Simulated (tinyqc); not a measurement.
## Cap thickness from the capacitance plateau

Inverse problem. With only the buried channel on, 1/C = 1/Cox + (tc + zc)/(eps0 eps_r), Cox = eps0 eox/tox. Find tc and the oxide-equivalent thickness 3.9 eps0/C.

Parameters, values chosen for the exercise; band and dielectric values close to those of silicon:
```
symbol,value,unit,meaning
eps_r,11.7,,relative permittivity
eox,25.3,,relative permittivity of the gate insulator (close to zirconium oxide)
tox,3.3,nm,insulator thickness
zc,0.8,nm,depth of the hole centroid below the top of the SiGe
```

Constants: eps0 = 8.8541878128e-14 F/cm where lengths are in cm. Results are converted to the units shown.

plateau of C/Cox with only the buried channel on = 0.19253977

Solution. The cap and the centroid act as a second capacitor in series with the insulator.

tc = 5.60 nm
equivalent thickness = 2.64 nm

Program tinyqc, `OMP_NUM_THREADS=1 python tinyqc.py 2042148 2042149 out.jsonl`; Intel Xeon 2.30GHz, shared host, one thread, about 0.03 s.
